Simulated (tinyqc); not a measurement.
Photoconductance decay in a wafer: bulk and surface recombination modes, and iron detection by pair splitting: one step, computed by the program tinyqc. Command: `OMP_NUM_THREADS=1 python tinyqc.py 3112331 3112332 out.jsonl pcd walk`. One thread of a shared host (Intel(R) Xeon(R) Processor @ 2.30GHz), about 0.01 s of CPU time with the checks.

Both faces of the wafer have the same S; injection is low and all coefficients are constant. x runs from -W/2 to W/2.

Task: Effective lifetime. Even modes cos(a x) obey b tan b = S W/(2 D) with b = a W/2, odd modes sin(a x) obey -b cot b = S W/(2 D); each decays at the rate 1/tau_b + D a^2. tau_eff is the decay time of the first mode. The surface time is 1/(D a^2) of that mode; shortcuts for it are W/(2 S), W^2/(pi^2 D) and their sum, whose error is sum/surface time - 1.

Inputs (values chosen for the exercise, modelled on p-type silicon): thickness W = 725 micrometre; diffusivity D = 25.2 cm^2/s; bulk lifetime tau_b without iron = 1500 microsecond; surface recombination velocity S = 510 cm/s.

Give: tau_eff; surface time; W/(2 S); W^2/(pi^2 D); error of the sum; tau_eff/tau_b.

Result:

tau_eff = 84.174 microsecond

surface time = 89.178 microsecond

W/(2 S) = 71.078 microsecond

W^2/(pi^2 D) = 21.134 microsecond

error of the sum = 3.4025 %

tau_eff/tau_b = 0.056116

The surfaces are slow against diffusion, so W/(2 S) is the larger part. tau_eff is only 0.056 of tau_b, so it understates the bulk lifetime.
